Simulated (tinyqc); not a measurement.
From results to parameters: diatomic chain. Computed by the program tinyqc.

Problem. A chain of two alternating masses has one spring constant k; at the zone edge omega^2 = 2k/M and 2k/m, and wavenumber = 521.4708 sqrt(omega^2) with omega^2 in eV/(angstrom^2 u). Find k, the heavier mass and the optical wavenumber at q = 0.

wavenumbers at the zone edge (cm^-1): 181.991457  465.115424
lighter mass = 26.900000 u

Solution. The upper value gives k = m omega^2/2, the ratio of the squares gives M/m, and at q = 0 omega^2 = 2k (1/m + 1/M), the sum of the two.

k = 10.700 eV/angstrom^2
heavier mass = 175.7000 u
optical wavenumber at q = 0 = 499.4529 cm^-1
